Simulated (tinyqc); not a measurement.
Free and nearly free electrons in a metal: one step. Two plane waves near the face. Four cases, with inputs chosen for the exercise.

Question. Build H for k along G, diagonalise, and give the weight of the first wave in the lower state and its velocity along G relative to a free electron, (w k + (1 - w)(k - G))/k.

Two plane waves k and k - G, G = (111) (2 pi/a): H = [[c k^2/m, V], [V, c (k - G)^2/m]] with c = hbar^2/2m0.
Constants: hbar^2/2m0 = 3.80998211 eV angstrom^2.

Give: H; levels; w; v/v_free.

Case 1.

Values chosen (near those of Au, whose d bands this model ignores; not measured data): a = 4.102 angstrom (fcc lattice constant); m = 1 m0 (mass); V = 1.27 eV (|V_G| for G = (111)); x = 0.99 (k along G as a share of |G|/2).

Answer.

H (eV):
```
        1       2
1  6.5709  1.2700
2  1.2700  6.8390
```

levels (eV): 5.4279  7.9820

w = 0.5525
v/v_free = 0.0960

The splitting is 2.554 eV here and 2V = 2.54 eV on the face, where the normal velocity vanishes. There the lower band lies at 5.434 eV, below the free EF of 5.461 eV, so by this test the Fermi surface touches the face (V is large against EF, which it lowers, so the test is rough). The real noble metals have necks on these faces, through a gap of 4 to 5 eV at L and their d bands.

Case 2.

Values chosen (near those of Al; not measured data): a = 4.016 angstrom (fcc lattice constant); m = 1 m0 (mass); V = 0.78 eV (|V_G| for G = (111)); x = 0.77 (k along G as a share of |G|/2).

Answer.

H (eV):
```
        1        2
1  4.1470   0.7800
2  0.7800  10.5820
```

levels (eV): 4.0538  10.6752

w = 0.9859
v/v_free = 0.9634

The splitting is 6.621 eV here and 2V = 1.56 eV on the face, where the normal velocity vanishes. There the lower band lies at 6.214 eV and the upper at 7.774 eV, both below the free EF of 11.851 eV: the face centre is filled in both bands and band 2 holds electrons here, while band 1 may keep holes at the zone corners.

Case 3.

Values chosen (near those of Ag, whose d bands this model ignores; not measured data): a = 4.088 angstrom (fcc lattice constant); m = 1 m0 (mass); V = 0.49 eV (|V_G| for G = (111)); x = 0.75 (k along G as a share of |G|/2).

Answer.

H (eV):
```
        1        2
1  3.7970   0.4900
2  0.4900  10.5473
```

levels (eV): 3.7617  10.5827

w = 0.9948
v/v_free = 0.9862

The splitting is 6.821 eV here and 2V = 0.98 eV on the face, where the normal velocity vanishes. There the lower band lies at 6.260 eV, above the free EF of 5.498 eV, so the Fermi surface does not reach the face. The real noble metals have necks on these faces, through a gap of 4 to 5 eV at L and their d bands.

Case 4.

Values chosen (near those of Au, whose d bands this model ignores; not measured data): a = 4.06 angstrom (fcc lattice constant); m = 1.24 m0 (mass); V = 1.1 eV (|V_G| for G = (111)); x = 0.7 (k along G as a share of |G|/2).

Answer.

H (eV):
```
        1       2
1  2.7044  1.1000
2  1.1000  9.3273
```

levels (eV): 2.5265  9.5052

w = 0.9745
v/v_free = 0.9272

The splitting is 6.979 eV here and 2V = 2.2 eV on the face, where the normal velocity vanishes. There the lower band lies at 4.419 eV, below the free EF of 4.495 eV, so by this test the Fermi surface touches the face (V is large against EF, which it lowers, so the test is rough). The real noble metals have necks on these faces, through a gap of 4 to 5 eV at L and their d bands.

Computed by tinyqc, one run a case: `OMP_NUM_THREADS=1 python tinyqc.py N N+1 out.jsonl` with N = 1650209, 1650470, 1650654, 1650969; one thread of a shared Intel(R) Xeon(R) Processor @ 2.30GHz, about 0.01 s a run at most.
